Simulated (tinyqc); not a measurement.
Changing the trap density N_t: carrier lifetime from Shockley-Read-Hall, radiative, Auger and surface recombination. Computed by tinyqc, a small Python program. Command: `OMP_NUM_THREADS=1 python tinyqc.py 3006585 3006586 out.jsonl lifetime sweep`. One thread of a shared host (Intel(R) Xeon(R) Processor @ 2.30GHz), about 0.02 s of CPU time with the checks.

Energies are counted from the top of the valence band. Boltzmann statistics, full ionisation, and equal excess densities of electrons and holes.

Inputs (values chosen for the exercise, with bands modelled on ZnSe):

| quantity | value | unit |
|---|---|---|
| gap E_g | 2.75 | eV |
| electron mass m_e | 0.155 | m_0 |
| valleys M_c | 1 | - |
| hole mass m_h | 0.739 | m_0 |
| temperature T | 250 | K |
| doping N | 1.5e+16 | cm^-3 |
| trap level E_t | 1.34 | eV |
| electron cross-section sigma_n | 1e-14 | cm^2 |
| hole cross-section sigma_p | 8e-14 | cm^2 |
| radiative coefficient B | 1.3e-10 | cm^3/s |
| Auger coefficient C_n | 9.4e-31 | cm^6/s |
| Auger coefficient C_p | 1.2e-31 | cm^6/s |
| excess density dn | 3.7e+16 | cm^-3 |
| generation rate G | 2.5e+20 | cm^-3 s^-1 |
| diffusion coefficient D | 8.9 | cm^2/s |

Doping: n-type. Surface term: none.

Constants: m_0 = 9.1093837015e-31 kg; k_B = 1.380649e-23 J/K; h = 6.62607015e-34 J s; k_B = 8.617333262e-05 eV/K.

Method:
- N_c = 2 M_c (2 pi m_e k_B T/h^2)^(3/2) and N_v = 2 (2 pi m_h k_B T/h^2)^(3/2), masses in units of m_0.
- n_i = sqrt(N_c N_v) exp(-E_g/2 k_B T); majority density N/2 + sqrt(N^2/4 + n_i^2), minority density n_i^2 over it.
- v = sqrt(3 k_B T/m) with m_e or m_h; tau_n0 = 1/(sigma_n v_n N_t), tau_p0 = 1/(sigma_p v_p N_t); n1 = N_c exp(-(E_g - E_t)/k_B T), p1 = N_v exp(-E_t/k_B T).
- With n = n_0 + dn, p = p_0 + dn and U/dn = 1/tau: (n p - n_i^2)/dn = n_0 + p_0 + dn = s; 1/tau_SRH = s/[tau_p0 (n + n1) + tau_n0 (p + p1)]; 1/tau_rad = B s; 1/tau_Aug = (C_n n + C_p p) s; the rates add.
- Radiative efficiency = tau_eff/tau_rad; effective diffusion length = sqrt(D tau_eff).
- dn solves dn/tau_eff(dn) = G (60 bisections in ln dn between 1e-2 and 1e22 cm^-3); the splitting of the quasi-Fermi levels is k_B T ln(n p/n_i^2).

One run for each value:

| trap density N_t (cm^-3) | effective lifetime at dn (s) | radiative efficiency at dn | quasi-Fermi splitting under G (eV) | effective diffusion length at dn (micrometre) |
|---|---|---|---|---|
| 1.00e+10 | 1.4781e-07 | 0.99918 | 2.4093 | 11.469 |
| 5.00e+10 | 1.4757e-07 | 0.99756 | 2.4089 | 11.460 |
| 3.00e+11 | 1.4609e-07 | 0.98754 | 2.4064 | 11.402 |
| 1.00e+12 | 1.4209e-07 | 0.96052 | 2.4007 | 11.245 |
| 7.00e+12 | 1.1510e-07 | 0.77806 | 2.3769 | 10.121 |
| 4.00e+13 | 5.6288e-08 | 0.38050 | 2.3435 | 7.078 |
| 2.00e+14 | 1.6187e-08 | 0.10942 | 2.3096 | 3.796 |
| 1.00e+15 | 3.5481e-09 | 0.02399 | 2.2751 | 1.777 |

Describe and explain the trends.

Over the rows, effective lifetime at dn (s) falls from 1.48e-7 to 3.55e-9 (exponent d ln y / d ln x -0.0010 between the first rows and -0.94 between the last); radiative efficiency at dn falls from 0.999 to 0.0240 (exponent d ln y / d ln x -0.0010 between the first rows and -0.94 between the last); quasi-Fermi splitting under G (eV) falls from 2.41 to 2.28 (exponent d ln y / d ln x -1.1e-4 between the first rows and -0.0094 between the last). At the low end the exponent of effective lifetime at dn is 0.00, close to 0: other channels rule.

Caution (all rows): beyond low injection D should be the ambipolar coefficient.

Extremes, crossings and ranges named in words are read from the listed rows.
